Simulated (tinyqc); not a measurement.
Zener tunnelling in a reverse-biased junction, two-band WKB: effect of the doping Nd.

Abrupt p-n junction, depletion approximation. Energies E are counted from the conduction-band edge of the neutral n side; its Fermi level lies at dn, that of the p side at dn - V, and the valence-band edge of the neutral p side at Em = dn + dp - V. Tunnelling needs 0 < E < Em. Two-band dispersion with equal masses m: inside the gap kappa = sqrt(m u (1 - u/Eg)/C), u the distance from a band edge, C = hbar^2/(2 m0).

Nd = Nc F12(dn/Vt), Na = Nv F12(dp/Vt), F12(x) = (2/sqrt(pi)) int_0^infinity sqrt(u)/(1 + exp(u - x)) du; dn = EF - Ec on the n side, dp = Ev - EF on the p side (negative outside the bands); Vbi = Eg + dn + dp. W = sqrt(2 eps0 eps_r (Vbi - V)(1/Na + 1/Nd)/q), mean field F = (Vbi - V)/W, peak field 2 F. In a uniform field F the exponent is S = pi sqrt(m/C) Eg^1.5/(4 F). Transverse energy Et = C kt^2/m raises it to S (1 + 4 Et/Eg), so T = exp(-S) exp(-Et/Eb) with Eb = Eg/(4 S). KJ = (2 q^2/h) m/(4 pi C) (times 1e14 for A/cm^2 per eV^2). J = KJ exp(-S) Eb times the integral from 0 to Em of [f(E - dn) - f(E - dn + V)] [1 - exp(-min(E, Em - E)/Eb)] dE, f(x) = 1/(1 + exp(x/Vt)), with S and Eb from the mean field; J > 0 flows from p to n.

Values chosen for this exercise; band and dielectric values close to those of indium phosphide: temperature T = 300 K; band gap Eg = 1.36 eV; relative permittivity eps_r = 12.5; conduction-band density of states at 300 K Nc = 5.69e17 cm^-3; valence-band density of states at 300 K Nv = 1.09e19 cm^-3; band-edge mass of the two-band model m = 0.086 m0; acceptor density Na = 3.8e19 cm^-3; bias of the p side V = -0.78 V.

Constants: q = 1.602176634e-19 C, kB = 1.380649e-23 J/K, hbar = 1.054571817e-34 J s, h = 6.62607015e-34 J s, m0 = 9.1093837015e-31 kg, Vt = kB T/q, eps0 = 8.8541878128e-14 F/cm where lengths are in cm, hbar^2/(2 m0) = 0.0380998212 eV nm^2. Results are converted to the units shown.

Result of one run:
```
Vbi (V)  mean field (MV/cm)      S  J (A/cm^2)
1.600                 1.061  17.63     -0.4578
```

Which donor density Nd gave this result: 2e18, 2.6e18, 7.9e18 or 1.8e19 cm^-3?

Nd = 7.9e18 cm^-3.

The whole series:
```
Nd (cm^-3)  Vbi (V)  mean field (MV/cm)      S  J (A/cm^2)
2e18          1.486              0.5582  33.53   -3.006e-8
2.6e18        1.501              0.6339  29.52   -1.872e-6
3.4e18        1.520              0.7207  25.97   -7.462e-5
4.5e18        1.542              0.8223  22.76   -0.002106
6e18          1.569              0.9387  19.94    -0.04034
7.9e18        1.600               1.061  17.63     -0.4578
1e19          1.631               1.175  15.92      -2.800
1.4e19        1.685               1.351  13.85      -25.45
1.8e19        1.734               1.491  12.55      -102.6
```

The mean field rises from 0.558 to 1.49 MV/cm, as Nd^(0.45), S falls from 33.5 to 12.6, and |J| rises from 3.01e-8 to 103 A/cm^2: 9.53 decades, of which exp(-S) accounts for 9.11.

Range of the model: Parabolic densities of states, no band tails and no gap narrowing, all of which matter at such doping.

Program tinyqc, `OMP_NUM_THREADS=1 python tinyqc.py 2620153 2620154 out.jsonl`; Intel Xeon 2.30GHz, shared host, one thread, about 0.02 s.
